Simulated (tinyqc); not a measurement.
Changing the oxidant pressure p: Deal-Grove kinetics of thermal oxidation of silicon. Computed by tinyqc, a small Python program. Command: `OMP_NUM_THREADS=1 python tinyqc.py 3006839 3006840 out.jsonl oxide sweep`. One thread of a shared host (Intel(R) Xeon(R) Processor @ 2.30GHz), about 0.2 s of CPU time with the checks.

Oxidant diffuses through the oxide and reacts at the interface, so that dx/dt = B/(A + 2x) for the oxide thickness x.

Inputs (values chosen for the exercise, close to those used for silicon): prefactor B0 = 427 um^2/h; activation energy E_B = 0.786 eV; prefactor (B/A)0 = 1.85e+08 um/h; activation energy E_A = 2.06 eV; temperature T = 950 C; pressure exponent m of B/A = 1; initial oxide x_i = 0.05 um; time t = 0.23 h.

Ambient: steam. Surface: (111).

Constants: k_B = 8.617333262e-05 eV/K.

Method:
- B = B0 p exp(-E_B/(k_B T)), B/A = (B/A)0 p^m exp(-E_A/(k_B T)), p in atm; A = B/(B/A).
- Temperatures in kelvin are T(C) + 273.15.
- tau = (x_i^2 + A x_i)/B and x = (A/2) [sqrt(1 + 4 B (t + tau)/A^2) - 1], the root of x^2 + A x = B (t + tau).
- Silicon consumed is 0.44 times the oxide grown; the rate is B/(A + 2x).

One run for each value; columns: (1) oxidant pressure p (atm); (2) oxide thickness x (um); (3) length A (um); (4) final growth rate (um/h); (5) parabolic constant B (um^2/h):
```
(1)     (2)     (3)    (4)        (5)
0.05  0.056  0.4098  0.024  1.233e-02
0.12  0.063  0.4098  0.055  2.958e-02
0.3   0.081  0.4098  0.129  7.396e-02
0.72  0.120  0.4098  0.273  1.775e-01
1.7   0.197  0.4098  0.522  4.191e-01
4.2   0.346  0.4098  0.940  1.035e+00
10    0.590  0.4098  1.551  2.465e+00
25    1.013  0.4098  2.531  6.163e+00
```

Over the rows, oxide thickness x (um) rises from 0.0555 to 1.01 (exponent d ln y / d ln x 0.15 between the first rows and 0.59 between the last); length A (um) does not change; final growth rate (um/h) rises from 0.0237 to 2.53 (exponent d ln y / d ln x 0.97 between the first rows and 0.53 between the last). The exponent of length A stays at 0: B and B/A both scale with p. B is proportional to p and B/A to p^1, so A goes as p^0.00. The exponent of x is bounded by m in the linear regime and tends to 1/2 in the parabolic one.
